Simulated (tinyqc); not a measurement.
Admittance spectroscopy and thermally stimulated current of one trap level in a depletion layer: one step, computed by the program tinyqc.

A Schottky junction on n-type material holds one donor-like electron trap; shallow donors are fully ionised and abrupt depletion edges are assumed.

Question. The capacitance step. With E_c - E_F = k_B T_p ln(N_c/N): lambda = sqrt(2 eps eps_0 (E_t - (E_c - E_F))/(e^2 N)); traps are empty and charged for x < x_t = w - lambda, and V_b = e (N w^2 + N_t x_t^2)/(2 eps eps_0). High frequency: C_hf = eps eps_0/w. Low frequency: C_lf = eps eps_0 (N + N_t)/(N w + N_t x_t).

Inputs (values chosen for the exercise, modelled on n-type 4H-SiC):
```
quantity                         value    unit
dielectric constant eps           9.73       -
shallow doping N               5.9e+15  1/cm^3
trap density N_t               1.1e+15  1/cm^3
trap depth E_t below the band    0.547      eV
band bending V_b                     1       V
```

E_c - E_F = k_B T_p ln(N_c/N) = 0.2698211 eV

Constants: eps_0 = 8.8541878128e-12 F/m; e = 1.602176634e-19 C.

Give: lambda; depletion width w; crossing point x_t; C_hf; C_lf; step (C_lf - C_hf)/C_hf; small-N_t estimate (N_t/N)(lambda/w).

Answer.

lambda = 224.8 nm

depletion width w = 418.7 nm

crossing point x_t = 193.9 nm

C_hf = 20.58 nF/cm^2

C_lf = 22.47 nF/cm^2

step (C_lf - C_hf)/C_hf = 0.09214

small-N_t estimate (N_t/N)(lambda/w) = 0.1001

Reading N_t/N straight from the step would give 0.0921 against the true 0.186: the factor lambda/w must be known.
